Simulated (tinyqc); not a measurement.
Inside a calculation. Model: Deal-Grove kinetics of thermal oxidation of silicon. Computed by tinyqc, a small Python program that keeps every step. Command: `OMP_NUM_THREADS=1 python tinyqc.py 3002962 3002963 out.jsonl oxide walk`. One thread of a shared host (Intel(R) Xeon(R) Processor @ 2.30GHz), about 0.02 s of CPU time with the checks. Intermediate numbers are printed to about 6 digits and carried at full precision; extremes and crossings named in words are read from the listed rows.

Oxidant diffuses through the oxide and reacts at the interface, so that dx/dt = B/(A + 2x) for the oxide thickness x.

Inputs (values chosen for the exercise, close to those used for silicon):
```
quantity,value,unit
prefactor B0,442,um^2/h
activation energy E_B,0.789,eV
prefactor (B/A)0,8.38e+07,um/h
activation energy E_A,2.03,eV
temperature T,975,C
oxidant pressure p,2,atm
pressure exponent m of B/A,1,-
initial oxide x_i,0.05,um
time t,4.3,h
field oxide beside the window x_f,0.35,um
```

Ambient: steam. Surface: (100). Extension: masking step.

Constants: k_B = 8.617333262e-05 eV/K.

## Rate constants

B = B0 p exp(-E_B/(k_B T)), B/A = (B/A)0 p^m exp(-E_A/(k_B T)), p in atm; A = B/(B/A). Temperatures in kelvin are T(C) + 273.15.

parabolic constant B = 0.576274 um^2/h

linear constant B/A = 1.06547 um/h

length A = 0.540862 um

Reaction at the interface limits growth while x is well below A/2 = 0.270 um, diffusion once x is well above it.

## Thickness after the oxidation

tau = (x_i^2 + A x_i)/B and x = (A/2) [sqrt(1 + 4 B (t + tau)/A^2) - 1], the root of x^2 + A x = B (t + tau). Silicon consumed is 0.44 times the oxide grown; the rate is B/(A + 2x).

tau = 0.0512657 h

oxide thickness x = 1.33601 um

silicon consumed = 0.565845 um

final growth rate = 0.179364 um/h

2x/A = 4.94: diffusion through the oxide limits the rate.

## Full law against its linear and parabolic limits

Linear limit x = (B/A)(t + tau); parabolic limit x = sqrt(B (t + tau)).

Thickness (um):
```
t (h),full,linear limit,parabolic limit,2x/A
0.05,0.09218,1.07896e-01,0.24157,0.3409
0.1,0.12995,1.61170e-01,0.29525,0.4805
0.25,0.22630,3.20991e-01,0.41667,0.8368
0.5,0.35472,5.87360e-01,0.56363,1.3117
1,0.55355,1.12010e+00,0.77834,2.0469
2,0.84994,2.18557e+00,1.08724,3.1429
4,1.28127,4.31652e+00,1.52795,4.7379
8,1.90048,8.57842e+00,2.15400,7.0276
16,2.78294,1.71022e+01,3.04137,10.2908
32,4.03578,3.41498e+01,4.29771,14.9235
```

Both limits lie above the full result, since each drops one resistance. The linear law overshoots by 17 % in the first row and 750 % in the last, the parabolic law by 160 % and 6.5 %. The better limit switches between 0.25 and 0.5 h; both give the same value where B (t + tau) = A^2, at 2x/A = sqrt5 - 1 = 1.24.

## A window beside field oxide

The same oxidation acts on the field oxide, with x_f in place of x_i. Each region consumes 0.44 times the oxide it grows; the step in the silicon surface is the difference, and the step in the oxide surface is (x_f(new) - 0.44 growth) against the same for the window, counted from the silicon surface before this oxidation.

field oxide afterwards = 1.42158 um

step in the silicon = 0.0943479 um

step in the oxide surface = 0.179921 um

The field oxide grows by 1.07 um and the window by 1.29 um: the thicker film slows the oxidant.

Checks made by the program: closed form against Runge-Kutta integration of dx/dt (relative difference below 1e-10).
